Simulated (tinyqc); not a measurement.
# One-sided p+-n junction, ionisation integral and breakdown: two studies

A p+ layer at x < 0 and an n drift layer from x = 0. Depletion approximation, built-in voltage neglected. Local ionisation coefficients alpha_n = an exp(-(bn/E)^mx), alpha_p = ap exp(-(bp/E)^mx). Electrons move towards +x, holes towards x = 0.

Values chosen for this exercise; material values close to those of gallium arsenide: relative permittivity eps_r = 12.8; prefactor of the electron ionisation coefficient an = 2.81e5 1/cm; field constant for electrons bn = 7.1e5 V/cm; prefactor of the hole ionisation coefficient ap = 2.08e5 1/cm; field constant for holes bp = 6.16e5 V/cm; exponent mx = 1.6; electron mobility of the drift layer mu = 8480 cm^2/(V s); donor density of the drift layer N = 2.4e16 cm^-3.

Constants: q = 1.602176634e-19 C, eps0 = 8.8541878128e-14 F/cm where lengths are in cm. Results are converted to the units shown.

Each table varies one quantity; the others keep the values above.

## Multiplication against voltage

W = sqrt(2 eps0 eps_r V/(q N)), peak field E0 = q N W/(eps0 eps_r), falling linearly to 0 at W. G(x) = integral from 0 to x of (alpha_n - alpha_p); I_n = integral of alpha_n exp(-G) (electrons injected at x = 0), I_p = integral of alpha_p exp(G(end) - G) (holes injected at the far edge); M = 1/(1 - I). Integrals on a fine grid; BV is where I_n = 1. Here BV = 30.3581 V; the Miller exponent is n = ln(1 - 1/M)/ln(V/BV).

Multiplication against voltage:

| V (V) | E0 (kV/cm) | I_n | I_p | M_n | M_p | Miller n, electrons | Miller n, holes |
|---|---|---|---|---|---|---|---|
| 12.1 | 287 | 0.0371 | 0.0749 | 1.04 | 1.08 | 3.58 | 2.82 |
| 15.2 | 321 | 0.0990 | 0.166 | 1.11 | 1.20 | 3.34 | 2.60 |
| 18.2 | 351 | 0.197 | 0.287 | 1.25 | 1.40 | 3.17 | 2.44 |
| 21.3 | 380 | 0.342 | 0.440 | 1.52 | 1.79 | 3.03 | 2.32 |
| 24.3 | 406 | 0.523 | 0.610 | 2.09 | 2.57 | 2.92 | 2.22 |
| 26.1 | 421 | 0.650 | 0.720 | 2.85 | 3.58 | 2.85 | 2.17 |
| 27.9 | 435 | 0.790 | 0.836 | 4.75 | 6.08 | 2.80 | 2.13 |
| 29.1 | 444 | 0.890 | 0.915 | 9.07 | 11.8 | 2.76 | 2.10 |
| 29.9 | 450 | 0.959 | 0.969 | 24.5 | 32.0 | 2.74 | 2.09 |

M_n rises from 1.039 to 24.5 and M_p from 1.081 to 32.0; both diverge at BV. The Miller exponent for electrons falls from 3.58 to 2.74 and that for holes falls from 2.82 to 2.09, so one exponent describes neither over the whole range. The larger multiplication belongs to holes, whose coefficient at the peak field of the last row is 1.13 times the other.

## Effect of the drift doping

Same model as above.

Specific on-resistance Ron = W/(q mu N) with constant mobility and full ionisation.

Effect of the drift doping:

| N (cm^-3) | BV (V) | E0 at BV (kV/cm) | W at BV (um) | Ron (mohm cm^2) | BV^2/Ron (MW/cm^2) | eps0 eps_r mu E0^3/4 (MW/cm^2) |
|---|---|---|---|---|---|---|
| 2e15 | 164 | 304 | 10.8 | 0.396 | 67.7 | 67.7 |
| 3.8e15 | 103 | 332 | 6.18 | 0.120 | 88.0 | 88.0 |
| 7.4e15 | 64.5 | 367 | 3.51 | 0.0349 | 119 | 119 |
| 1.4e16 | 42.4 | 410 | 2.07 | 0.0109 | 165 | 165 |
| 2.7e16 | 28.3 | 465 | 1.22 | 0.00332 | 241 | 241 |
| 5.2e16 | 19.6 | 537 | 0.731 | 0.00103 | 373 | 373 |
| 1e17 | 14.3 | 636 | 0.450 | 3.31e-4 | 617 | 617 |
| 1.9e17 | 11.1 | 770 | 0.287 | 1.11e-4 | 1.10e3 | 1.10e3 |

BV falls from 164 to 11.1 V while the critical field rises from 304 to 770 kV/cm. BV goes as N^(-0.73) between the first two rows and N^(-0.40) between the last two (a coefficient proportional to E^7 gives -0.75 without punch-through). Ron goes as BV^(3.03) over the table; the last two columns agree since BV = E0 W/2 and N = eps0 eps_r E0/(q W). For N = 2.7e16, 5.2e16, 1e17, 1.9e17 the layer is under 0.5 um wide or BV under 36 V, so dead space, tunnelling and the built-in voltage, all left out, matter.

Numbers from tinyqc (`OMP_NUM_THREADS=1 python tinyqc.py 2120021 2120022 out.jsonl`; about 0.03 s on one thread of a shared Intel Xeon 2.30GHz).
